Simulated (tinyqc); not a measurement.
Two-dimensional electron gas with Rashba and Dresselhaus coupling, step by step. Values are carried at full precision from step to step, so a last printed digit may differ when a step is redone from the rounded ones.

H = c k^2/m + al (ky sx - kx sy) + b1 (kx sx - ky sy) + gam kx ky (kx sy - ky sx), s the Pauli matrices, x = [100], c = hbar^2/2m0, b1 = gam (pi/L)^2 (hard walls). H = c k^2/m + B.s, so E = c k^2/m -/+ |B| and the lower state has its spin along -B.

Constants: hbar^2/2m0 = 3.80998211 eV angstrom^2; hbar = 6.58211957e-16 eV s.

Values chosen for the exercise (of the size met in InGaAs; the results hold for these values, not for the real material): m = 0.0425 m0 (mass); al = 0.16 eV angstrom (Rashba constant); gam = 27.9 eV angstrom^3 (bulk Dresselhaus constant); L = 148 angstrom (width of the (001) well); n = 14 1e11/cm^2 (sheet density (one subband filled)); phi = 60 degrees (angle of k from [100]).

## Scales

b1; mean Fermi wave vector k0 = sqrt(2 pi n) (1e11/cm^2 = 1e-5/angstrom^2); E0 = c k0^2/m; b3 = gam k0^2/4; kR = al m/(2c) and ER = al kR/2, the shift and depth of a pure Rashba band.

b1 = 0.01257 eV angstrom
k0 = 0.02966 1/angstrom
E0 = 78.857 meV
b3 = 0.006136 eV angstrom
kR = 0.0008924 1/angstrom
ER = 0.07139 meV

The ratio al/(b1 - b3) is 24.86; kR is 3.0 % of k0.

## Spin-orbit field at one point of the Fermi circle

k = k0 (cos phi, sin phi). Form B, the splitting 2|B| and the direction of the lower spin, atan2(-By, -Bx).

Bx, By (meV): 4.0231  -2.5380

splitting = 9.5136 meV
direction of the lower spin = 147.8 degrees

## The matrix

H = [[E0, Bx - i By], [Bx + i By, E0]] in meV; diagonalise. Precession period h/(2|B|) = 2 pi hbar/(splitting).

H (meV):
```
,up,down
up,78.8573,4.0231+2.5380i
down,4.0231-2.5380i,78.8573
```

levels (meV): 74.1005  83.6141

period = 0.435 ps

## The two wave vectors at the energy E0 along this direction

Solve c k^2/m -/+ |B(k)| = E0. The spin turns by (k_outer - k_inner) per length, so a half turn takes pi/(difference).

k (1/angstrom): outer 0.030563, inner 0.028774

difference = 0.001789 1/angstrom
length of a half turn = 175.6 nm

For linear terms alone the difference is (m/c)|B|/k, whatever the energy: every electron along this direction turns alike, the basis of the spin transistor. The cubic term makes it depend on density.

## Checks

- Difference of the Fermi wave vectors without Dresselhaus terms against al m/c: both 0.0017848.

tinyqc: `OMP_NUM_THREADS=1 python tinyqc.py 1450321 1450322 out.jsonl`; about 0.01 s, one thread, shared Intel(R) Xeon(R) Processor @ 2.30GHz.
